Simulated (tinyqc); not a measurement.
Worked calculation (part 2 of 2): RHF in the sto-6g basis, for BeH2, spin multiplicity 1. Computed by tinyqc, a small Python program that keeps every step (integrals from PySCF). Command: `OMP_NUM_THREADS=1 python tinyqc.py 28255 28256 out.jsonl` (the two numbers bound the seeds that draw the settings). One thread of a shared host (Intel(R) Xeon(R) Processor @ 2.60GHz), about 0.2 s of CPU time with the checks.

Geometry (angstrom):
```
atom         x          y         z
Be    0.000000   0.000000  0.000000
H     0.000000   1.481000  0.000000
H     0.000000  -1.485000  0.000000
```

## Iteration 6 (converged): orbitals

converged F (hartree), order 1Be 1s, 1Be 2s, 1Be 2px, 1Be 2py, 1Be 2pz, 2H 1s, 3H 1s:
```
[[-4.596082, -1.249226, 0.000000, -0.000014, 0.000000, -0.263253, -0.260936],
 [-1.249226, -0.577407, 0.000000, -0.000556, 0.000000, -0.364406, -0.363051],
 [0.000000, 0.000000, 0.210231, 0.000000, 0.000000, 0.000000, 0.000000],
 [-0.000014, -0.000556, 0.000000, -0.180507, 0.000000, -0.315451, 0.314821],
 [0.000000, 0.000000, 0.000000, 0.000000, 0.210231, 0.000000, 0.000000],
 [-0.263253, -0.364406, 0.000000, -0.315451, 0.000000, -0.264099, -0.026055],
 [-0.260936, -0.363051, 0.000000, 0.314821, 0.000000, -0.026055, -0.262708]]
```

X, order 1Be 1s, 1Be 2s, 1Be 2px, 1Be 2py, 1Be 2pz, 2H 1s, 3H 1s:
```
[[1.027277, -0.147976, 0.000000, -0.000018, 0.000000, 0.018449, 0.018497],
 [-0.147976, 1.192139, 0.000000, 0.001010, 0.000000, -0.258745, -0.256889],
 [0.000000, 0.000000, 1.000000, 0.000000, 0.000000, 0.000000, 0.000000],
 [-0.000018, 0.001010, 0.000000, 1.280757, 0.000000, -0.365400, 0.363763],
 [0.000000, 0.000000, 0.000000, 0.000000, 1.000000, 0.000000, 0.000000],
 [0.018449, -0.258745, 0.000000, -0.365400, 0.000000, 1.223388, -0.075801],
 [0.018497, -0.256889, 0.000000, 0.363763, 0.000000, -0.075801, 1.221418]]
```

Diagonalise F' = X^T F X, C = X C', fill 3 alpha and 3 beta electrons from the bottom; D = 2 C_occ C_occ^T. Each column has its largest component positive (the first on a tie).

F' = X^T F X (hartree):
```
[[-4.499200, -0.657457, 0.000000, 0.000109, 0.000000, -0.025252, -0.024393],
 [-0.657457, -0.111803, 0.000000, 0.000499, 0.000000, -0.298833, -0.297449],
 [0.000000, 0.000000, 0.210231, 0.000000, 0.000000, 0.000000, 0.000000],
 [0.000109, 0.000499, 0.000000, 0.229410, 0.000000, -0.411703, 0.410545],
 [0.000000, 0.000000, 0.000000, 0.000000, 0.210231, 0.000000, 0.000000],
 [-0.025252, -0.298833, 0.000000, -0.411703, 0.000000, 0.060327, -0.088692],
 [-0.024393, -0.297449, 0.000000, 0.410545, 0.000000, -0.088692, 0.059531]]
```

orbital energies (hartree): [-4.597632, -0.433100, -0.393799, 0.210231, 0.210231, 0.390958, 0.771838]

coefficients C, order 1Be 1s, 1Be 2s, 1Be 2px, 1Be 2py, 1Be 2pz, 2H 1s, 3H 1s:
```
[[0.994707, -0.205178, 0.001971, 0.000000, 0.000000, -0.215254, -0.000613],
 [0.021107, 0.583364, -0.006240, 0.000000, 0.000000, 1.111399, 0.005434],
 [0.000000, 0.000000, 0.000000, 0.963248, 0.268614, 0.000000, 0.000000],
 [0.000008, 0.004972, 0.496656, 0.000000, 0.000000, -0.002882, 1.288208],
 [0.000000, 0.000000, 0.000000, -0.268614, 0.963248, 0.000000, 0.000000],
 [-0.002457, 0.400622, 0.418306, 0.000000, 0.000000, -0.751132, -0.896408],
 [-0.002460, 0.392121, -0.426682, 0.000000, 0.000000, -0.754873, 0.889162]]
```

D after iteration 6, order 1Be 1s, 1Be 2s, 1Be 2px, 1Be 2py, 1Be 2pz, 2H 1s, 3H 1s:
```
[[2.063087, -0.197420, 0.000000, -0.000067, 0.000000, -0.167637, -0.167485],
 [-0.197420, 0.681596, 0.000000, -0.000397, 0.000000, 0.462093, 0.462719],
 [0.000000, 0.000000, 0.000000, 0.000000, 0.000000, 0.000000, 0.000000],
 [-0.000067, -0.000397, 0.000000, 0.493383, 0.000000, 0.419492, -0.419929],
 [0.000000, 0.000000, 0.000000, 0.000000, 0.000000, 0.000000, 0.000000],
 [-0.167637, 0.462093, 0.000000, 0.419492, 0.000000, 0.670969, -0.042771],
 [-0.167485, 0.462719, 0.000000, -0.419929, 0.000000, -0.042771, 0.671644]]
```

Within a degenerate level the vectors are fixed only up to a rotation; this is one choice.

## Convergence

Stop when the energy changes by less than 1e-08 hartree and every element of the error matrix X^T (F D S - S D F) X is below 3e-05.

Course of the cycle:
```
iteration   E (hartree)     change  largest element of the error matrix
1          -15.49214595          -                             3.06e-01
2          -15.68139579  -1.89e-01                             1.04e-01
3          -15.69809131  -1.67e-02                             2.29e-02
4          -15.69923249  -1.14e-03                             5.83e-03
5          -15.69931928  -8.68e-05                             2.76e-05
6          -15.69931928  -1.08e-09                             7.46e-07
```

PySCF RHF in the same basis = -15.69931928 hartree

Converged in 6 iterations.

## Populations, bond orders and dipole

overlap S, order 1Be 1s, 1Be 2s, 1Be 2px, 1Be 2py, 1Be 2pz, 2H 1s, 3H 1s:
```
[[1.000000, 0.254764, 0.000000, 0.000000, 0.000000, 0.052710, 0.052242],
 [0.254764, 1.000000, 0.000000, 0.000000, 0.000000, 0.405200, 0.403669],
 [0.000000, 0.000000, 1.000000, 0.000000, 0.000000, 0.000000, 0.000000],
 [0.000000, 0.000000, 0.000000, 1.000000, 0.000000, 0.482525, -0.481244],
 [0.000000, 0.000000, 0.000000, 0.000000, 1.000000, 0.000000, 0.000000],
 [0.052710, 0.405200, 0.000000, 0.482525, 0.000000, 1.000000, 0.023060],
 [0.052242, 0.403669, 0.000000, -0.481244, 0.000000, 0.023060, 1.000000]]
```

Mulliken: Z minus the diagonal of D S on the atom; Loewdin: the same with S^(1/2) D S^(1/2); Mayer order: 2 sum_s sum (D(s) S)_ij (D(s) S)_ji over the two atoms.

Charges (e):
```
atom   Mulliken    Loewdin
1Be    0.101583   0.083462
2H    -0.050801  -0.041707
3H    -0.050782  -0.041755
```

Mayer bond orders:
```
pair     order
2-1   0.994785
3-1   0.994787
3-2   0.002634
```

dipole moment about the origin, x y z (debye): [0.000000, 0.001299, 0.000000]
